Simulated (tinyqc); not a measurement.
Electron-beam lithography: double-Gaussian proximity function, edge placement and dose correction for parallel lines: one step, computed by the program tinyqc. Command: `OMP_NUM_THREADS=1 python tinyqc.py 3113109 3113110 out.jsonl proximity walk`. One thread of a shared host (Intel(R) Xeon(R) Processor @ 2.30GHz), about 0.01 s of CPU time with the checks.

Lines are infinitely long. Absorbed energy is counted so that the middle of a very large area written at dose 1 receives 1; the resist develops where it exceeds 1/2.

Task: Dose correction. Uncorrected edge energies are M 1. Solve M d = 1/2 for the doses d that put the mean edge energy of every line at the threshold.

M:
```
           1          2          3          4
1  0.2451632  0.0091033  0.0117418  0.0353143
2  0.0079929  0.2471088  0.0126222  0.0412675
3  0.0074147  0.0090778  0.2510429  0.0462377
4  0.0057705  0.0076688  0.0119346  0.2876343
```

Give: edge energies at dose 1; corrected doses; largest over smallest dose.

Result:

edge energies at dose 1: 1 0.30132, 2 0.30899, 3 0.31377, 4 0.31301

corrected doses: 1 1.6733, 2 1.6216, 3 1.5898, 4 1.5956

largest over smallest dose = 1.0525
